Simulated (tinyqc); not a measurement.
What moves the results: shallow acceptor in the spherical four-band model. A value that a table varies takes the place of the one given here.

The ground state 1S3/2 has an L = 0 part f(r) and an L = 2 part g(r). In units of Ry* and a*, with Gaussians f_i = exp(-a_i r^2), g_i = r^2 exp(-a_i r^2), A = a_i + a_j and I(n) = Gamma((n + 1)/2)/(2 A^((n + 1)/2)): S_ff = I(2), S_gg = I(6), H_ff = (6 a_i a_j/A) I(2) - 2 I(1), H_gg = (14 a_i a_j/A) I(6) - 2 I(5), H_fg = -mu [15 I(2) - 20 a_j I(4) + 4 a_j^2 I(6)]; each function is then normalised. The split-off band is left out.

Converged values use 22 exponents 2.2^i, i = -7 to 14, for f and for g.

Units Ry* = Ry/(g1 eps^2) and a* = a0 eps g1; mu = (6 g3 + 4 g2)/(5 g1) is the spherical heavy-light coupling and delta = (g3 - g2)/g1 the cubic term, which is left out.

Constants: Ry = 13.60569312 eV; a0 (Bohr radius) = 0.5291772105 angstrom.

Parameters, chosen for this exercise (near those of a shallow acceptor in Ge; shifted at random, so the results belong to these values and not to a real crystal):
```
symbol  value                                      unit      meaning
mus     (0.11, 0.4, 0.46, 0.61, 0.73, 0.85, 0.87)            couplings
rc      1.5                                        angstrom  radius of the central cell
Vs      (3, 1, 0, -1, -2, -3, -4)                  eV        central-cell strengths
g1      13.37                                                Luttinger gamma1
g2      4.24                                                 gamma2
g3      5.7                                                  gamma3
eps     16.1                                                 dielectric constant
```

## Strength of the heavy-light coupling

Ry* = 3.9259 meV

Converged values in Ry* and a*; the heavy-mass hydrogen model gives 1/(1 - mu).

Results:
```
mu    binding (Ry*)  1/(1 - mu)  ratio  L = 2 weight  <r> (a*)  binding (meV)
0.11          1.011       1.124  0.900         0.005     1.486            4.0
0.40          1.171       1.667  0.702         0.069     1.312            4.6
0.46          1.241       1.852  0.670         0.092     1.249            4.9
0.61          1.530       2.564  0.597         0.166     1.039            6.0
0.73          2.017       3.704  0.545         0.244     0.811            7.9
0.85          3.309       6.667  0.496         0.341     0.513           13.0
0.87          3.758       7.692  0.488         0.359     0.455           14.8
```

The binding starts as 1 + O(mu^2), 1.011 at mu = 0.11, since the coupling enters in second order, and reaches 3.76 at mu = 0.87. The ratio to the heavy-mass model falls from 0.90 to 0.49, towards about 0.44 as mu goes to 1: the bound hole is only partly heavy. The L = 2 weight grows to 0.36 and the radius shrinks by a factor 3.3.

## Central-cell correction

mu = 0.76530
a* = 113.909 angstrom

A short-range term V exp(-r^2/rc^2) is added (negative: attracts the hole); its elements are V S (A/(A + 1/rc^2))^(3/2) for f and ^(7/2) for g, in the same units.

Results:
```
V (eV)  1S binding (meV)  2S binding (meV)  <r> (angstrom)  L = 2 weight
3.0                  8.7              2.62            84.6         0.270
1.0                  8.8              2.63            83.8         0.270
0.0                  8.9              2.63            83.3         0.271
-1.0                 8.9              2.64            82.8         0.271
-2.0                 9.0              2.65            82.2         0.271
-3.0                 9.1              2.66            81.6         0.271
-4.0                 9.1              2.67            81.0         0.272
```

From V = 0 to -4 eV the 1S binding grows by 0.3 meV (3 %) and the 2S binding by 0.03 meV, so the chemical shift sits mainly in the ground state. A repulsion of 3 eV removes 0.1 meV. The slope is 0.08 meV per eV over the last step against 0.05 on the repulsive side, since attraction pulls the state into the cell; over this range the level stays shallow.

## What each parameter does

Converged values. Each row changes one parameter from the base and keeps the others.

Results:
```
case           mu  Ry* (meV)  binding (meV)  <r> (angstrom)
base        0.765       3.93           8.87            83.3
g1 = 14.44  0.709       3.63           6.90           105.3
g2 = 3.6    0.727       3.93           7.85            93.1
g3 = 5.24   0.724       3.93           7.78            93.8
eps = 14.8  0.765       4.65          10.49            76.6
```

The largest shifts from the base row, up to three for each result and ties (the steps differ in size, so this ranks the rows, not the parameters). mu: g1 -0.057, g3 -0.041, g2 -0.038; unchanged at the printed digits by eps. Ry* (meV): eps +0.72, g1 -0.29; unchanged at the printed digits by g2 and g3. binding (meV): g1 -1.96, eps +1.63, g3 -1.08. <r> (angstrom): g1 +22.0, g3 +10.5, g2 +9.8. g1 acts twice: it lowers Ry* and it lowers mu.

Run: tinyqc, `OMP_NUM_THREADS=1 python tinyqc.py 1251908 1251909 out.jsonl`; Intel(R) Xeon(R) Processor @ 2.30GHz, one thread, shared host; about 0.04 s of CPU time with all checks.
